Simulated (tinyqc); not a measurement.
Inside a calculation: deformation-potential model of the L valleys of a conduction band. Values are carried at full precision from step to step, so a last printed digit may differ when a step is redone from the rounded ones.

s11 = (C11 + C12)/((C11 - C12)(C11 + 2 C12)), s12 = -C12/((C11 - C12)(C11 + 2 C12)), s44 = 1/C44; exx = s11 sxx + s12 (syy + szz) and cyclic, exy = s44 sxy/2; tension is positive. A uniaxial stress X along the unit vector n is s_ij = X n_i n_j.

Constants: kB = 8.617333262e-05 eV/K; hbar^2/2m0 = 3.80998211 eV angstrom^2.

Parameters, chosen for this exercise (near those of Ge; not measured data): C11 = 129.8 GPa; C12 = 48 GPa; C44 = 67.4 GPa; load = uniaxial [110] (kind of stress); X = 1.95 GPa (stress); Xd = -7 eV (dilation potential); Xu = 15.46 eV (uniaxial potential); T = 300 K (temperature); ml = 1.634 m0 (longitudinal mass); mt = 0.08 m0 (transverse mass).

## Strain from a uniaxial [110] stress

Form the compliances and the strain.

s11, s12, s44 (1/TPa): 9.6262  -2.5987  14.8368

strain tensor:
```
          x         y          z
x  0.006852  0.007233   0.000000
y  0.007233  0.006852   0.000000
z  0.000000  0.000000  -0.005068
```

## Valley shifts

Valleys with axes along [111], [1-1-1], [-11-1] and [-1-11], one whole valley each. Herring-Vogt shift of a valley with unit axis a: dE = Xd tr(e) + Xu a.e.a. Non-degenerate shares n_i = exp(-dE_i/kT)/sum_j exp(-dE_j/kT). Inverse mass tensor of a valley: (1 - a a)/mt + a a/ml; the masses are taken as independent of strain.

Apply the Herring-Vogt formula to each valley.

Xd tr(e) = -60.45 meV

a.e.a: [111] 0.007701, [1-1-1] -0.001943, [-11-1] -0.001943, [-1-11] 0.007701

shifts dE (meV): [111] 58.60, [1-1-1] -90.50, [-11-1] -90.50, [-1-11] 58.60

The lowest valleys are [1-1-1] and [-11-1], 149.1 meV below the highest; the mean shift over all valleys is (Xd + Xu/3) tr(e) = -15.95 meV.

## Shares of the electrons

Boltzmann factors of the shifts.

kT = 25.852 meV

shares: [111] 0.0016, [1-1-1] 0.4984, [-11-1] 0.4984, [-1-11] 0.0016

effective number of valley axes, 1/(largest share) = 2.006

## Conductivity mass tensor

With one scattering time for all valleys the conductivity goes as M = sum_i n_i (inverse mass tensor of valley i); along the unit vector u, 1/m_c = u.M.u. Without stress 1/m_c = (1/ml + 2/mt)/3. Take u along [111].

M (1/m0):
```
       x      y      z
x  8.537  3.938  0.000
y  3.938  8.537  0.000
z  0.000  0.000  8.537
```

m_c along [111] = 0.0896 m0
m_c without stress = 0.1171 m0

The repopulation alone changes the mobility along [111] by +30.8 %; with all electrons in the valleys lightest or heaviest along this direction it would change by +31 or -93 %.

## Effective density of states

Each of the 4 whole valleys has m_d = (ml mt^2)^(1/3) and N = 2 (m_d kT/(4 pi c))^(3/2), c = hbar^2/2m0. Counted from the lowest edge, Nc = N x sum_i exp(-(dE_i - dE_min)/kT). 1 angstrom^-3 = 1e24 cm^-3.

m_d = 0.2187 m0
N of one valley = 2.566e+18 cm^-3
Nc under stress = 5.148e+18 cm^-3
Nc without stress = 1.026e+19 cm^-3

## Piezoresistance from repopulation

For small stress d(rho)/rho = pi X. For valleys on the <111> axes pi11 = pi12 = 0 and pi44 = -Xu s44/(3 kT) x (K - 1)/(2K + 1), K = ml/mt. For stress along [110]: pi_l = (pi11 + pi12 + pi44)/2 with the current along it and pi_t = (pi11 + pi12 - pi44)/2 with the current along [1-10]. 1/GPa = 100 x 1e-11/Pa.

K = 20.425

pi11, pi12, pi44 (1e-11/Pa): 0.0  0.0  -137.3

pi_l, pi_t for [110] (1e-11/Pa): -68.6  68.6

Only the transfer between valleys is counted; changes of mass and of intervalley scattering add to it in a real crystal.

## Checks

- Conductivity mass at zero stress against 3/(1/ml + 2/mt): both 0.1171326.
- Piezoresistance coefficients by finite differences against the closed form: largest difference 3.5e-09.

Program tinyqc; command `OMP_NUM_THREADS=1 python tinyqc.py 1050577 1050578 out.jsonl`; about 0.03 s on one thread of a shared Intel(R) Xeon(R) Processor @ 2.30GHz.
